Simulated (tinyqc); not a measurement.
Schottky emission and Poole-Frenkel conduction in an insulator, and how to tell them apart: one step of the calculation.

Schottky emission (electrode-limited): J = As T^2 exp[-(pb - b sqrt(F))/Vt], b = sqrt(q/(4 pi eps0 ei)). Poole-Frenkel emission (bulk-limited): J = s0 F exp[-(pt - 2 b sqrt(F))/Vt]. F in V/cm.

Question. Both currents at one field. Lowerings b sqrt(F) and 2 b sqrt(F); the image-force maximum lies at sqrt(q/(16 pi eps0 ei F)) from the electrode.

Values chosen for this exercise; dielectric values close to those of hafnium oxide: temperature T = 300 K; high-frequency relative permittivity ei = 4.57; trap depth pt = 0.9 eV; Poole-Frenkel prefactor s0 = 0.17 S/cm; electrode barrier pb = 0.85 eV; Richardson constant As = 50 A/(cm^2 K^2); field F = 0.8 MV/cm.

Constants: q = 1.602176634e-19 C, kB = 1.380649e-23 J/K, Vt = kB T/q, eps0 = 8.8541878128e-14 F/cm where lengths are in cm. Results are converted to the units shown.

Find: Schottky lowering; position of the barrier top; Poole-Frenkel lowering; J, Schottky; J, Poole-Frenkel.

Answer.

Schottky lowering = 158.77 meV
position of the barrier top = 0.99230 nm
Poole-Frenkel lowering = 317.54 meV
J, Schottky = 1.0991e-5 A/cm^2
J, Poole-Frenkel = 2.2314e-5 A/cm^2

Injection and bulk transport act in series, so the smaller capacity limits the current: here the electrode, by a factor of 2.03.

Computed by the program tinyqc: `OMP_NUM_THREADS=1 python tinyqc.py 2370011 2370012 out.jsonl`, one thread of a shared Intel Xeon 2.30GHz, about 0.01 s for the whole run.
